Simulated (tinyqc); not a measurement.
## Doping from resistivity

Inverse problem. A uniform, uncompensated and fully ionised sample has rho = 1/(q N mu), mu = m1 + (m2 (T/300 K)^(-bt) - m1)/(1 + (N/Nr)^am). Find N, mu and the diffusion coefficient mu Vt.

Inputs (values chosen for the exercise): temperature T = 300 K; mobility limit at high doping m1 = 2.94 cm^2/(V s); mobility limit at low doping, at 300 K m2 = 166 cm^2/(V s); reference doping of the mobility law Nr = 2.92e17 cm^-3; exponent of the mobility law am = 0.599; temperature exponent of m2 bt = 2.4.

Constants: q = 1.602176634e-19 C, kB = 1.380649e-23 J/K, Vt = kB T/q. Results are converted to the units shown.

resistivity = 0.12488705 ohm cm

Solution. With am below 1 the product N mu rises steadily with N, so one doping matches; it is found by iterating N = 1/(q rho mu(N)).

N = 8.400e17 cm^-3
mu = 59.50 cm^2/(V s)
diffusion coefficient = 1.538 cm^2/s

Numbers from tinyqc (`OMP_NUM_THREADS=1 python tinyqc.py 2110134 2110135 out.jsonl`; about 0.01 s on one thread of a shared Intel Xeon 2.30GHz).
